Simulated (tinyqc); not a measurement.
Inside a calculation. Model: donor in an ellipsoidal valley (Kohn-Luttinger variational method). Computed by tinyqc, a small Python program that keeps every step. Command: `OMP_NUM_THREADS=1 python tinyqc.py 3020701 3020702 out.jsonl kohnlutt walk`. One thread of a shared host (Intel(R) Xeon(R) Processor @ 2.30GHz), about 0.04 s of CPU time with the checks. Intermediate numbers are printed to about 6 digits and carried at full precision; extremes and crossings named in words are read from the listed rows.

H = -(d^2/dx^2 + d^2/dy^2) - gamma d^2/dz^2 - 2/r in units built on m_t, with gamma = m_t/m_l and z along the valley axis. One valley; no valley-orbit or central-cell term.

Inputs (values chosen for the exercise, modelled on germanium):
```
quantity                      value  unit
transverse mass m_t           0.081   m_0
longitudinal mass m_l          1.59   m_0
dielectric constant eps        15.8     -
trial ratio b/a                 0.9     -
observed depth chosen for 1s   13.2   meV
```

Constants: Ry = 13.605693123 eV; a_0 = 0.529177210903 angstrom; h x 1 THz = 4.135667696 meV.

## Effective units

Ry* = Ry m_t/eps^2, a* = a_0 eps/m_t, gamma = m_t/m_l.

Ry* = 4.41460 meV

a* = 103.222 angstrom

gamma = 0.0509434

## Energy at a trial ratio

Trial function exp(-sqrt((x^2 + y^2)/a^2 + z^2/b^2)) with beta = b/a < 1: E = t/a^2 - u/a, t = (2 + gamma/beta^2)/3, u = 2 arcsin(sqrt(1 - beta^2))/sqrt(1 - beta^2); the best a is 2 t/u and E(beta) = -u^2/(4 t).

t = 0.687631

u = 2.06945

best a = 0.664553 a*

E(beta) = -1.55703 Ry*

## Minimum over the ratio

Golden-section search on beta from 0.05 to 0.999, 60 steps.

Search, first ten steps; c and d are the inner points:
```
step       low      high         c  E(c) (Ry*)         d  E(d) (Ry*)
1     0.050000  0.999000  0.412486    -2.06338  0.636514    -1.84071
2     0.050000  0.636514  0.274029    -2.02529  0.412486    -2.06338
3     0.274029  0.636514  0.412486    -2.06338  0.498057    -1.99238
4     0.274029  0.498057  0.359600    -2.08278  0.412486    -2.06338
5     0.274029  0.412486  0.326914    -2.07784  0.359600    -2.08278
6     0.326914  0.412486  0.359600    -2.08278  0.379800    -2.07864
7     0.326914  0.379800  0.347115    -2.08279  0.359600    -2.08278
8     0.326914  0.359600  0.339399    -2.08167  0.347115    -2.08279
9     0.339399  0.359600  0.347115    -2.08279  0.351884    -2.08304
10    0.347115  0.359600  0.351884    -2.08304  0.354831    -2.08303
```

best beta = 0.353227

radius a of the 1s trial function = 64.0794 angstrom

radius b of the 1s trial function = 22.6346 angstrom

1s binding energy, trial function = 9.19583 meV

The envelope is flattened along the heavy axis; beta is close to gamma^(1/3) = 0.371.

## Levels from a Gaussian basis

Gaussian basis: g = P exp(-al (x^2 + y^2) - be z^2) with P = 1 (s-like), z (2p0) or x (2p+-); al = 0.004 x 2.6^k, k = 0..11, and be/al = 1, gamma^(-1/2) or 1/gamma (36 functions); 1/r = (2/sqrt(pi)) int exp(-t^2 r^2) dt by 48 Gauss-Legendre points after t = sqrt(al_i + al_j) tan(theta); overlap eigenvalues below 1e-10 are dropped.

1s binding energy, Gaussian basis = 9.24642 meV

2p0 binding energy = 4.49173 meV

2p+- binding energy = 1.62410 meV

The two-parameter trial function recovers 99.45 % of the 1s binding of the larger basis. 2p0, with its lobes along the heavy axis, is bound 2.77 times as strongly as 2p+-.

## Optical lines and the chemical shift

With an observed depth of 1s, the lines are 1s -> 2p0 = depth - E(2p0) and 1s -> 2p+- = depth - E(2p+-); the chemical shift is depth - E(1s, Gaussian basis); 1 meV = 1 THz/4.135667696.

line 1s -> 2p0 = 8.70827 meV

line 1s -> 2p+- = 11.5759 meV

chemical shift = 3.95358 meV

frequency of the line 1s -> 2p+- = 2.79904 THz

The spacing of the two lines, 2.868 meV, does not depend on the depth, so it is the same for every donor in this host.

## Which single mass stands for the valley

A hydrogenic level is Ry m/eps^2 for one mass m; errors are against the Gaussian basis.

1s binding energy:
```
rule                                      mass (m_0)  binding (meV)  error (%)
transverse mass                              0.08100         4.4146    -52.256
conductivity mass 3/(2/m_t + 1/m_l)          0.11848         6.4574    -30.163
density-of-states mass (m_t^2 m_l)^(1/3)     0.21850        11.9086     28.792
longitudinal mass                            1.59000        86.6570    837.195
trial function with a and b                        -         9.1958     -0.547
mass that fits 1s                            0.16966         9.2464      0.000
```

The conductivity mass, which is what a spherical trial function (a = b) gives, falls short by 30.2 %, as a restricted variational bound must; the density-of-states mass is off by +28.8 %. The mass that fits lies between the two.

## Levels against anisotropy

The trial energy is minimised over beta by golden section from 0.05 to 0.999, 60 steps.

Binding energies (Ry*):
```
gamma  1s, trial  1s, Gaussians      2p0      2p+-
0.013    2.52888        2.55706  1.52469  0.398078
0.025    2.32530        2.34496  1.27795  0.385364
0.051    2.08266        2.09411  1.01708  0.367862
0.076    1.93944        1.94726  0.87988  0.356266
0.140    1.71347        1.71727  0.68738  0.335882
0.370    1.35079        1.35145  0.43486  0.296955
0.740    1.10242        1.10244  0.29833  0.264832
```

As gamma falls from 0.74 to 0.013, 1s deepens from 1.102 to 2.557 Ry*, on the way from the hydrogen value 1 to the two-dimensional limit 4; 2p+- moves from 0.265 to 0.398 (limits 1/4 and 4/9), while 2p0 climbs from 0.298 to 1.525 and joins 1s as gamma tends to 0.

Checks made by the program: the Gaussian basis at gamma = 1 against 1, 1/4 and 1/4 Ry* (relative difference 3e-05); trial function against Gaussian basis (relative difference 5e-03).
